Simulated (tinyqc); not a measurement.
What each parameter does: pair of shallow donors (hydrogen-like orbitals).

Each donor has the orbital exp(-r/a); energy unit Ha* = q/(eps a), q = e^2/(4 pi eps0), so that a lone donor is bound by Ha*/2; x = R/a. One electron: S = (1 + x + x^2/3) exp(-x), j = 1/x - (1 + 1/x) exp(-2x), k = (1 + x) exp(-x); levels E(+/-) = -1/2 - (j +/- k)/(1 +/- S) in Ha*, without the repulsion of the ions, split by D = |E(-) - E(+)|.

Two electrons, Heitler-London: with S' = (1 - x + x^2/3) exp(x), C = 1/x - exp(-2x)(1/x + 11/8 + 3x/4 + x^2/6), X = (1/5){exp(-2x)(25/8 - 23x/4 - 3x^2 - x^3/3) + (6/x)[S^2 (0.5772157 + ln x) + S'^2 Ei(-4x) - 2 S S' Ei(-2x)]}, Q = C - 2j + 1/x and A = X - 2 S k + S^2/x, the singlet and triplet lie at (Q +/- w A)/(1 +/- w S^2) from two lone donors, with the valley weight w = 1 (one valley); the exchange is J = triplet - singlet.

Constants: e^2/(4 pi eps0) = 14.39964547 eV angstrom.

Parameters, chosen for this exercise (out of a larger set: near those of two donors in GaN; not measured data):
- a = 23.5 angstrom (orbital radius)
- eps = 9.4 (dielectric constant)
- R = 184 angstrom (separation)

x, D = |E(-) - E(+)| and J. Each row changes one parameter from the base and keeps the others.

Results:

| case | x | D (meV) | J (micro-eV) |
|---|---|---|---|
| base | 7.830 | 0.2641 | 2.73 |
| a = 21.2 angstrom | 8.679 | 0.1394 | 0.694 |
| eps = 10.3 | 7.830 | 0.2410 | 2.49 |
| R = 212 angstrom | 9.021 | 0.09298 | 0.344 |

The largest shifts from the base row, up to three for each result and ties (the steps differ in size, so this ranks the rows, not the parameters). x: R +1.191, a +0.849; unchanged at the printed digits by eps. D (meV): R -0.171, a -0.125, eps -0.0231. J (micro-eV): R -2.38, a -2.03, eps -0.238.

Program tinyqc; command `OMP_NUM_THREADS=1 python tinyqc.py 1251465 1251466 out.jsonl`; about 0.01 s on one thread of a shared Intel(R) Xeon(R) Processor @ 2.30GHz.
